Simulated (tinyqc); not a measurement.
Vacuum evaporation: vapour pressure, source flux, thickness distribution, purity and step coverage: one step, computed by the program tinyqc. Command: `OMP_NUM_THREADS=1 python tinyqc.py 3111130 3111131 out.jsonl evap walk`. One thread of a shared host (Intel(R) Xeon(R) Processor @ 2.30GHz), about 0.01 s of CPU time with the checks.

Molecular flow, unit sticking of the metal, no re-evaporation. The background gas is taken as water vapour (18.015 g/mol, collision diameter 0.37 nm) at 300 K.

Question. Rate and uniformity on a fixed wafer above the source. A small source emits (n + 1) Phi area cos^n(phi)/(2 pi) per solid angle; on a parallel plane at height h and lateral distance l the arrival rate is (n + 1) Phi area/(2 pi h^2) x (1 + (l/h)^2)^(-(n + 3)/2). Growth rate = arrival rate x m/rho, m = M u. The wafer is fixed and centred above the source.

Inputs (values chosen for the exercise, modelled on indium, with constants for the liquid):
```
quantity                    value    unit
molar mass M                114.8   g/mol
film density rho             7.31  g/cm^3
source temperature T         1070       K
source area                   7.5    cm^2
directionality n                2       -
source-to-wafer distance h     64      cm
wafer radius R                 15      cm
```

flux Phi = 5.273056e+16 1/(cm^2 s)

Constants: u = 1.6605390666e-27 kg.

Give: arrival rate at the centre; growth rate at the centre; edge over centre; non-uniformity (max - min)/(max + min); share of the material that lands on the wafer, 1 - (1 + (R/h)^2)^(-(n + 1)/2).

Answer.

arrival rate at the centre = 4.610e+13 1/(cm^2 s)

growth rate at the centre = 0.01202 nm/s

edge over centre = 0.8749

non-uniformity (max - min)/(max + min) = 6.675 %

share of the material that lands on the wafer, 1 - (1 + (R/h)^2)^(-(n + 1)/2) = 7.708 %
